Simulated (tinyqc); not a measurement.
Ionisation potential and affinity of a slab from the planar-averaged potential: one step. The dipole behind the step. Five cases, with inputs chosen for the exercise.

Problem. A step dV of the mean electron energy from A to vacuum across an interface equals 4 pi (e^2/4 pi eps0) times a dipole per area p (in e angstrom per angstrom^2). For a change of 0.1 eV in dV, give the charge per area moved over 2 angstrom in a medium of dielectric constant eps: sigma = 0.1 eps/(4 pi (e^2/4 pi eps0) 2). 1 angstrom^-2 = 1e16 cm^-2.

Constants: e^2/(4 pi eps0) = 14.39964547 eV angstrom.

Give: |p|; sigma.

Case 1.

Values chosen (out of a larger set: gap near that of Si; not measured data): eps = 1.3 (dielectric constant at the interface).

dV = vacuum - A = 10.32000 eV

Solution.

|p| = 0.05703 e/angstrom
sigma = 3.59e+12 e/cm^2

With about 7e14 atoms per cm^2 in a plane (as on a silicon (100) face), 0.5 % of an electron per atom shifts the line-up by 0.1 eV.

Case 2.

Values chosen (out of a larger set: gap near that of InAs; not measured data): eps = 1.8 (dielectric constant at the interface).

dV = vacuum - A = 4.49930 eV

Solution.

|p| = 0.02486 e/angstrom
sigma = 4.97e+12 e/cm^2

With about 7e14 atoms per cm^2 in a plane (as on a silicon (100) face), 0.7 % of an electron per atom shifts the line-up by 0.1 eV.

Case 3.

Values chosen (out of a larger set: gap near that of GaN; not measured data): eps = 1.9 (dielectric constant at the interface).

dV = vacuum - A = 7.19348 eV

Solution.

|p| = 0.03975 e/angstrom
sigma = 5.25e+12 e/cm^2

With about 7e14 atoms per cm^2 in a plane (as on a silicon (100) face), 0.8 % of an electron per atom shifts the line-up by 0.1 eV.

Case 4.

Values chosen (out of a larger set: gap near that of InAs; not measured data): eps = 1.9 (dielectric constant at the interface).

dV = vacuum - A = 7.70985 eV

Solution.

|p| = 0.04261 e/angstrom
sigma = 5.25e+12 e/cm^2

With about 7e14 atoms per cm^2 in a plane (as on a silicon (100) face), 0.8 % of an electron per atom shifts the line-up by 0.1 eV.

Case 5.

Values chosen (out of a larger set: gap near that of InAs; not measured data): eps = 1.2 (dielectric constant at the interface).

dV = vacuum - A = 4.99466 eV

Solution.

|p| = 0.02760 e/angstrom
sigma = 3.32e+12 e/cm^2

With about 7e14 atoms per cm^2 in a plane (as on a silicon (100) face), 0.5 % of an electron per atom shifts the line-up by 0.1 eV.

Computed by tinyqc, one run a case: `OMP_NUM_THREADS=1 python tinyqc.py N N+1 out.jsonl` with N = 1850030, 1850219, 1850736, 1850779, 1850781; one thread of a shared Intel(R) Xeon(R) Processor @ 2.30GHz, about 0.01 s a run at most.
